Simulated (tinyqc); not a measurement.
Koster-Slater impurity in a tight-binding band, by Green functions and by supercells: one step, computed by the program tinyqc.

One orbital per site, e(k) = -2 t sum cos(k_i) over 2 direction(s), band from -4 t to 4 t, lattice constant 1. One site has the extra energy U. Spin is left out.

Question. The level in the supercell. In a periodic cell of N sites along each direction with Bloch vector K, the level solves 1/U = N^-d sum_k 1/(E - e(k)), k_i = (2 pi m_i + K_i)/N, m_i = 0..N-1; the outermost root on the side of U is taken (bisection). d is the number of directions. Gamma means K_i = 0, the zone corner K_i = pi, the quarter point K_i = pi/2. The error is measured against the isolated level E_b.

Inputs (values chosen for the exercise, for a model band): hopping t = 0.78 eV; impurity potential U = -2.45 eV; supercell edge N = 2 sites.

Lattice: square.

level E_b = -3.500738 eV

Give: level at Gamma; level at the corner; level at the quarter point; error at Gamma; width between Gamma and the corner.

Answer.

level at Gamma = -4.112 eV

level at the corner = -2.45 eV

level at the quarter point = -3.369 eV

error at Gamma = -0.6113 eV

width between Gamma and the corner = 1.662 eV

Images turn the level into a band 1.66 eV wide; the quarter point misses the isolated level by 0.13 eV, far less than Gamma, because the leading hopping between images averages out there.
